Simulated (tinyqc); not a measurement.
# Illuminated p-n diode, drift-diffusion by the Gummel loop with Scharfetter-Gummel fluxes: effects of single changes

Abrupt junction at x = 0, p side from -Lp, n side to Ln, ohmic contacts. psi is counted from the intrinsic level; n = ni exp((psi - phin)/Vt), p = ni exp((phip - psi)/Vt). Contacts: p side psi = V - Vt ln(Na/ni), p = Na, n = ni^2/Na; n side psi = Vt ln(Nd/ni), n = Nd, p = ni^2/Nd. Constant mobilities, D = mu Vt, Boltzmann statistics, SRH recombination through a mid-gap level, U = (n p - ni^2)/(tp (n + ni) + tn (p + ni)). Current is positive from the p contact to the n contact.

Values chosen for this exercise; band and dielectric values close to those of silicon: temperature T = 300 K; band gap Eg = 1.13 eV; relative permittivity eps_r = 11.9; conduction-band density of states at T Nc = 2.75e19 cm^-3; valence-band density of states at T Nv = 2.7e19 cm^-3; acceptor density of the p side Na = 6.8e16 cm^-3; donor density of the n side Nd = 2.4e17 cm^-3; electron mobility mun = 600 cm^2/(V s); hole mobility mup = 240 cm^2/(V s); SRH lifetime of electrons tn = 3e-7 s; SRH lifetime of holes tp = 9e-7 s; length of the p side Lp = 1 um; length of the n side Ln = 0.73 um.

Constants: q = 1.602176634e-19 C, kB = 1.380649e-23 J/K, Vt = kB T/q, eps0 = 8.8541878128e-14 F/cm where lengths are in cm. Results are converted to the units shown.

Each table varies one quantity; the others keep the values above.

## Current against voltage in the dark

ni = sqrt(Nc Nv) exp(-Eg/(2 Vt)), Eg in volts. Poisson and both continuity equations are solved self-consistently with Scharfetter-Gummel fluxes on a graded mesh of 500 nodes. J_scr is q times the integral of U between -xp and xn. Ideal diffusion current J_id = q ni^2 [Dn coth(wp/Le)/(Le Na) + Dp coth(wn/Lh)/(Lh Nd)] (exp(V/Vt) - 1), Le = sqrt(Dn tn), Lh = sqrt(Dp tp), wp = Lp - xp, wn = Ln - xn, with xp and xn from the depletion approximation (W = sqrt(2 eps0 eps_r (Vbi - V)(1/Na + 1/Nd)/q), xp = W Nd/(Na + Nd), xn = W Na/(Na + Nd), Vbi = Vt ln(Na Nd/ni^2)). Ideality factor = 0.004 V/(Vt ln[J(V + 0.004 V)/J(V)]). Here G = 0.

In this table G = 0 cm^-3 s^-1.

Current against voltage in the dark:

| V (V) | J (A/cm^2) | ideality factor | J_scr/J (%) | J_id (A/cm^2) | share recombining at the contacts (%) | larger minority/doping at -xp and xn |
|---|---|---|---|---|---|---|
| 0.17 | 6.33e-8 | 1.37 | 59.4 | 2.58e-8 | 40.5 | 1.91e-11 |
| 0.24 | 5.43e-7 | 1.16 | 29.4 | 3.85e-7 | 70.6 | 2.84e-10 |
| 0.31 | 6.39e-6 | 1.05 | 10.5 | 5.74e-6 | 89.4 | 4.23e-9 |
| 0.38 | 8.80e-5 | 1.02 | 3.26 | 8.55e-5 | 96.7 | 6.29e-8 |
| 0.45 | 0.00128 | 1.01 | 0.981 | 0.00127 | 98.9 | 9.31e-7 |
| 0.52 | 0.0189 | 1.00 | 0.302 | 0.0190 | 99.6 | 1.38e-5 |
| 0.59 | 0.281 | 1.00 | 0.0977 | 0.282 | 99.8 | 2.02e-4 |
| 0.66 | 4.16 | 1.01 | 0.0333 | 4.20 | 99.9 | 0.00291 |
| 0.73 | 60.1 | 1.03 | 0.0107 | 62.3 | 99.9 | 0.0385 |

What does the comparison show?

J rises from 6.33e-8 to 60.1 A/cm^2; the ideality factor goes from 1.37 through a minimum of 1.00 (at V = 0.59 V among the rows listed) to 1.03. Recombination in the depleted layer carries over half of the current up to V = 0.17 V, where the factor is 1.37; it grows roughly as exp(V/2 Vt), so diffusion overtakes it. Where the factor is lowest (V = 0.59 V), J is 0.56 % below the ideal diffusion current.

## Solar-cell figures against the uniform generation rate

Jsc = -J(0), collected share Jsc/(q G (Lp + Ln)), estimate q G [W + Le tanh(wp/2 Le) + Lh tanh(wn/2 Lh)] at V = 0 with Le = sqrt(Dn tn), Lh = sqrt(Dp tp), W, wp = Lp - xp and wn = Ln - xn from the depletion approximation; J(Voc) = 0; Vmp maximises -J V; FF = Pmax/(Jsc Voc).

Solar-cell figures against the uniform generation rate:

| G (cm^-3 s^-1) | Jsc (mA/cm^2) | collected share (%) | estimate of Jsc (mA/cm^2) | Voc (V) | Vmp (V) | FF | Pmax (mW/cm^2) |
|---|---|---|---|---|---|---|---|
| 1e20 | 1.50 | 54.0 | 1.50 | 0.453 | 0.381 | 0.772 | 0.524 |
| 4e20 | 5.99 | 54.0 | 6.01 | 0.489 | 0.415 | 0.781 | 2.29 |
| 2e21 | 30.0 | 54.0 | 30.0 | 0.531 | 0.455 | 0.790 | 12.6 |
| 7e21 | 105 | 54.0 | 105 | 0.564 | 0.485 | 0.796 | 47.0 |
| 3e22 | 449 | 54.1 | 451 | 0.601 | 0.521 | 0.802 | 217 |

Read the table: what changes, and by how much?

As G rises from 1e20 to 3e22, the collected share stays near 54.0 %, Voc rises from 0.453 to 0.601 V and FF rises from 0.772 to 0.802. The estimate of Jsc is within 0.28 % in all rows. Voc gains 59.7 mV a decade of Jsc, an ideality of 1.00.

tinyqc, about 0.7 s, one thread, Intel Xeon 2.30GHz (shared host): `OMP_NUM_THREADS=1 python tinyqc.py 2240102 2240103 out.jsonl`
